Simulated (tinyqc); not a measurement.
Interfaces: Cahn-Hilliard equation on a periodic one-dimensional grid. Computed by tinyqc, a small Python program. Command: `OMP_NUM_THREADS=1 python tinyqc.py 3001330 3001331 out.jsonl cahn walk`. One thread of a shared host (Intel(R) Xeon(R) Processor @ 2.30GHz), about 0.03 s of CPU time with the checks.

Free energy F = h sum_j [A (c_j^2 - 1)^2/4 + (kappa/2) ((c_(j+1) - c_j)/h)^2]; dc/dt = Lap(mu), mu = A (c^3 - c) - kappa Lap(c), Lap(y)_j = (y_(j+1) - 2 y_j + y_(j-1))/h^2, mobility 1; the grid has n = 12 points.

Inputs (values chosen for the exercise, in reduced units): spacing h = 0.84; well depth A = 0.66; gradient coefficient kappa = 0.84; mean composition c0 = 0.13; noise amplitude = 0.05; time step dt = 0.11; end time = 60.

Scheme: semi-implicit Fourier.

Method:
- Start: c_j = c0 + amplitude x (z_j - mean of z).
- With Fourier components y_m = sum_j y_j exp(-2 pi i j m/n): c_m(new) = [c_m - dt lambda_m N_m]/(1 + dt kappa lambda_m^2), N = A (c^3 - c), lambda_m = (4/h^2) sin^2(pi m/n).
- Run to the end time; break off if |c| exceeds 3 or F has risen by more than 1e-9 in more than 30 steps. Domains = stretches with c > c0.
- Continuum wall between c = -1 and +1: c = tanh(x/w), w = sqrt(2 kappa/A), energy s = (2/3) sqrt(2 kappa A). With two walls per domain, the estimate of F at the end is 2 x domains x s. Volume fraction of the +1 phase by the lever rule: (1 + c0)/2.

random numbers: [-0.600, -1.000, 0.097, 0.315, -0.135, 0.618, 0.558, 0.442, -0.290, 0.928, -0.445, -0.028]

Course:
```
step      t        F      min c     max c  domains
0      0.00  1.61341   0.078083  0.174483        3
11     1.21  1.60686   0.098547  0.154975        1
27     2.97  1.60653   0.094592  0.163206        1
54     5.94  1.60563   0.081340  0.177664        1
82     9.02  1.60377   0.060806  0.197617        1
109   11.99  1.60025   0.032708  0.224259        1
164   18.04  1.58030  -0.063125  0.311785        1
218   23.98  1.52139  -0.230913  0.455593        1
300   33.00  1.37991  -0.550651  0.717173        1
382   42.02  1.34715  -0.686065  0.831121        1
463   50.93  1.34607  -0.708764  0.850676        1
545   59.95  1.34605  -0.711799  0.853297        1
```

F at the end = 1.34605

c at the end: [-0.711799, -0.663321, -0.393952, 0.074963, 0.517712, 0.765649, 0.853297, 0.827701, 0.672949, 0.329346, -0.161876, -0.550670]

wall half width w = 1.5954

wall energy s = 0.70200

estimate of F = 1.4040

volume fraction = 0.565

w/h = 1.8993

What does the comparison show, and why?

The run ends at F = 1.3460, 0.96 of the estimate: close to it, but the extremes of c are -0.712 and 0.853.
